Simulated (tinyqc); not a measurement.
## Gate work function from the charge

Problem. For an undoped double gate, Q = 8 eps0 eps_r Vt beta tan(beta)/ts with 0 < beta < pi/2, and at the source (Vg - dphi)/(2 Vt) - ln[(2/ts) sqrt(2 eps0 eps_r Vt/(q ni))] = ln(beta) - ln(cos beta) + 2 r beta tan(beta), r = eps_r tox/(eox ts). Find beta and dphi.

Inputs (values chosen for the exercise); material values close to those of silicon:

| symbol | value | unit | meaning |
|---|---|---|---|
| T | 300 | K | temperature |
| eps_r | 11.7 |  | relative permittivity of the semiconductor |
| eox | 24.8 |  | relative permittivity of the gate insulator |
| tox | 8.7 | nm | insulator thickness |
| ts | 5 | nm | body thickness |
| Vg | 1.3 | V | gate voltage |

Constants: q = 1.602176634e-19 C, kB = 1.380649e-23 J/K, Vt = kB T/q, eps0 = 8.8541878128e-14 F/cm where lengths are in cm. Results are converted to the units shown.

Qs = 2519.7607 nC/cm^2
ni = 1.5694768e10 cm^-3

Answer. beta tan(beta) rises from 0 without bound on the interval, so the charge fixes beta; the second relation is then explicit in dphi. At this charge the surface density passes 0.3 Nc, so the classical Boltzmann model is only formal.

beta = 1.35
dphi = 0.200 V

Computed by the program tinyqc: `OMP_NUM_THREADS=1 python tinyqc.py 2440037 2440038 out.jsonl`, one thread of a shared Intel Xeon 2.30GHz, about 0.02 s for the whole run.
